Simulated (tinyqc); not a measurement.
Worked calculation: two-band tight binding of a puckered layer. Values are carried at full precision from step to step, so a last printed digit may differ when a step is redone from the rounded ones.

With X = kx ax/2 and Y = ky ay/2: h = t2 + 2 cos(Y) (t1 exp(iX) + t3 exp(-iX)) + t5 exp(2iX), d = 4 t4 cos(X) cos(Y), H = [[d, h], [h*, d]], E = d -/+ |h|.

Constants: hbar^2/2m0 = 3.80998211 eV angstrom^2.

Inputs chosen for the exercise (near a published set for monolayer black phosphorus; not measured data):
- ax = 4.44 angstrom (period along x (armchair))
- ay = 3.32 angstrom (period along y (zigzag))
- t1 = -1.215 eV (along the zigzag)
- t2 = 3.621 eV (across the pucker)
- t3 = -0.195 eV (second in the sheet)
- t4 = -0.107 eV (same sublattice)
- t5 = -0.05 eV (far across)
- k = (0.1, 0.05) 1/angstrom (wave vector)

## One k point

Form X, Y, h, d and the levels.

X, Y (rad): 0.22200  0.08300

h = 0.8345-0.4691i eV
d = -0.4161 eV

levels (eV): -1.3734  0.5413

## Expansion about Gamma

h = h0 + i chi kx + gx kx^2 + gy ky^2 and d = 4 t4 + ex kx^2 + ey ky^2, with h0 = t2 + 2 t1 + 2 t3 + t5, chi = ax (t1 - t3 + t5), gx = -ax^2 ((t1 + t3)/4 + t5/2), gy = -ay^2 (t1 + t3)/4, ex = -t4 ax^2/2, ey = -t4 ay^2/2. The gap is 2 h0.

h0 = 0.7510 eV
gap = 1.5020 eV
chi = -4.7508 eV angstrom

gx, gy, ex, ey (eV angstrom^2): 7.4419  3.8854  1.0547  0.5897

## Masses

Electrons: c/(ex + gx + chi^2/(2 h0)) along x, c/(ey + gy) along y; holes: the same with -ex and -ey; c = hbar^2/2m0. The coefficients stand in the order gx, gy, ex, ey.

masses (m0):
```
               x       y
electron  0.1620  0.8514
hole      0.1779  1.1560
```

density-of-states mass sqrt(mx my) (m0): electron 0.3713, hole 0.4535

my/mx: electron 5.26, hole 6.50

Along x the term chi^2/(2 h0) = 15.03 eV angstrom^2 couples the bands and makes both carriers light; along y it is absent.

## Checks

- Electron mass along x against a finite difference of the band: both 0.1620.

(tinyqc, `OMP_NUM_THREADS=1 python tinyqc.py 1480660 1480661 out.jsonl`, Intel(R) Xeon(R) Processor @ 2.30GHz, 1 thread, shared host, about 0.01 s.)
